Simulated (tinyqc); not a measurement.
Inside a calculation: bond-orbital model of a tetrahedral semiconductor (Harrison's universal couplings). Values are carried at full precision from step to step, so a last printed digit may differ when a step is redone from the rounded ones.

Hybrid level eh = (es + 3 ep)/4; metallic energy V1 = (ep - es)/4 for each atom; covalent energy V2 = 3.22 hbar^2/(m d^2); polar energy V3 = (ehc - eha)/2; hbar^2/m = 2c, c = hbar^2/2m0. Polarity ap = V3/sqrt(V2^2 + V3^2), covalency ac = V2/sqrt(V2^2 + V3^2). p-p coupling at Gamma Exx = (4/3)(2.22 - 2 x 0.63) hbar^2/(m d^2) = 1.28 hbar^2/(m d^2), s-s coupling Ess = 4 x 1.32 hbar^2/(m d^2).

Constants: hbar^2/2m0 = 3.80998211 eV angstrom^2.

Inputs chosen for the exercise (near tabulated values for CdTe; the model gives trends, and its gaps can be far from the real ones; the results hold for these values, not for the real material): esc = -7.27 eV (s level, cation); epc = -4.02 eV (p level, cation); esa = -19.38 eV (s level, anion); epa = -9.58 eV (p level, anion); d = 2.8 angstrom (bond length); Z = 6 (valence electrons of the anion).

## The three energies

Form the hybrid levels, V1, V2 and V3.

hbar^2/(m d^2) = 0.9719 eV

hybrid levels (eV): cation -4.8325, anion -12.0300

V1 (eV): cation 0.8125, anion 2.4500

V2, V3 (eV): 3.1296  3.5987

## Bond and antibond

The 2 x 2 problem [[ehc, -V2], [-V2, eha]] gives (ehc + eha)/2 -/+ sqrt(V2^2 + V3^2); ap = V3/sqrt(V2^2 + V3^2), ac = V2/sqrt(V2^2 + V3^2); the bond has weight (1 + ap)/2 on the anion.

levels (eV): bond -13.2005, antibond -3.6620

ap = 0.7546
ac = 0.6562
weight on the anion = 0.8773

## Charges

With dZ = Z - 4: effective charge Z* = 4 ap - dZ (positive on the cation); transverse charge eT* = Z* + (8/3) ap ac^2.

Z* = 1.018 e
eT* = 1.885 e

Charge that flows along the bonds as they stretch adds 0.87 e to the static value.

## Metallicity and a gap from the bond picture

Neighbouring bonds couple through V1: averaged V1b = V1c (1 - ap)/2 + V1a (1 + ap)/2 for the bond band and V1x = V1c (1 + ap)/2 + V1a (1 - ap)/2 for the antibond band. The top of the bond band lies V1b above the bond level and the bottom of the antibond band 3 V1x below the antibond level, so the gap is 2 sqrt(V2^2 + V3^2) - V1b - 3 V1x; metallicity am = (V1b + 3 V1x)/(2 sqrt(V2^2 + V3^2)).

V1b, V1x (eV): 2.2491  1.0134

gap = 4.249 eV
am = 0.555

The gap closes where am reaches one. The model gives trends; its gap can miss the real one by a factor of two to five, most in ratio for narrow gaps and most in eV for first-row compounds.

## Band edges at Gamma

Ev is the lower root of [[epa, Exx], [Exx, epc]] and the s-like conduction level the upper root of [[esa, Ess], [Ess, esc]], with Exx = 1.28 u and Ess = 5.28 u, u = hbar^2/(m d^2).

Exx, Ess (eV): 1.2441  5.1318

Ev = -9.846 eV
s-like conduction level = -5.388 eV
E0 gap = 4.458 eV

Universal couplings give the trend of E0 from compound to compound, not its value; it can miss by several eV and by a factor of two or more, and spin-orbit coupling is left out.

## Checks

- Bond level from the formula against the 2 x 2 matrix: both -13.2005.

Computed by tinyqc, a small Python program: `OMP_NUM_THREADS=1 python tinyqc.py 1450425 1450426 out.jsonl` (the numbers bound the seed that draws the inputs); one thread of a shared host (Intel(R) Xeon(R) Processor @ 2.30GHz), about 0.01 s for the whole set of steps.
